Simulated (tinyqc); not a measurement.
Worked calculation: coherent transport through a tight-binding region between two chains. One step of it, computed by the program tinyqc.

Question. Transmission at E = 0.08 eV. Surface Green function g = (E - i sqrt(4 t^2 - E^2)) / (2 t^2); self-energy tc^2 g on each contact site; G = (E - H - Sigma)^(-1); Gamma = -2 Im Sigma; T = Gamma_L Gamma_R |G_LR|^2; local density of states -Im G_ii / pi.

H of the central region (eV):
```
           1          2
1   0.760000  -0.470000
2  -0.470000   0.150000
```

Leads: semi-infinite chains with site energy 0:
```
parameter                           value
lead hopping t (eV)              2.790000
coupling to the left lead (eV)   1.490000
coupling to the right lead (eV)  1.390000
left contact site                       1
right contact site                      2
```

E = 0.080000 eV

Give: g; G; local density of states; transmission.

Answer.

g = 0.005-0.358i 1/eV

G (1/eV):
```
               1             2
1  -0.394-0.668i  0.417-0.316i
2   0.417-0.316i  0.079-1.170i
```

local density of states (1/eV): 0.213  0.373

transmission = 0.603
